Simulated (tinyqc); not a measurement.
Growth over eight decades: Cabrera-Mott growth of a thin oxide under its own electric field. Computed by tinyqc, a small Python program. Command: `OMP_NUM_THREADS=1 python tinyqc.py 3027026 3027027 out.jsonl cabrera walk`. One thread of a shared host (Intel(R) Xeon(R) Processor @ 2.30GHz), about 0.01 s of CPU time with the checks.

Electrons cross the film freely and set a fixed potential V across it; the field V/x lowers the barrier for ions entering the oxide.

Inputs (values chosen for the exercise, for a model metal): barrier W = 1.33 eV; Mott potential V = 1.7 V; ion charge number z = 2; half jump distance b = 1.9 angstrom; prefactor u0 = N Omega nu = 3.4e+12 angstrom/s; temperature T = 200 K; starting thickness x0 = 6.7 angstrom.

Backward hops: kept.

Constants: k_B = 8.617333262e-05 eV/K.

Method:
- u = u0 exp(-W/(k_B T)), X1 = z b V/(k_B T) with V in volts and k_B T in eV; dx/dt = 2 u sinh(X1/x).
- t(x) = int_(x0)^x dx / (dx/dt) by Gauss-Legendre quadrature (80 points on each side of (x0 + 2 x)/3), solved for x.
- Closed form for thin films (leading term of the integral): x solves (x^2/(u X1)) exp(-X1/x) = t.

u = 1.03981e-21 angstrom/s

X1 = 374.826 angstrom

Thickness:
```
t (s)     x (angstrom)  1/x (1/angstrom)  closed form (angstrom)
1.00e+00         8.057           0.12411                   8.050
1.00e+01         8.459           0.11822                   8.451
1.00e+02         8.901           0.11235                   8.892
1.00e+03         9.391           0.10648                   9.380
1.00e+04         9.937           0.10063                   9.924
1.00e+05        10.548           0.09480                  10.533
1.00e+06        11.237           0.08899                  11.219
1.00e+07        12.020           0.08319                  11.998
1.00e+08        12.916           0.07742                  12.889
```

Per decade of time the film gains 0.40 angstrom at first and 0.90 at the end. The inverse-logarithmic law predicts -X1 d(1/x)/d ln t near 1; the rows give 0.96 at first and 0.94 at the end. The closed form misses by at most 0.21 %.

Extremes, crossings and ranges named in words are read from the listed rows.
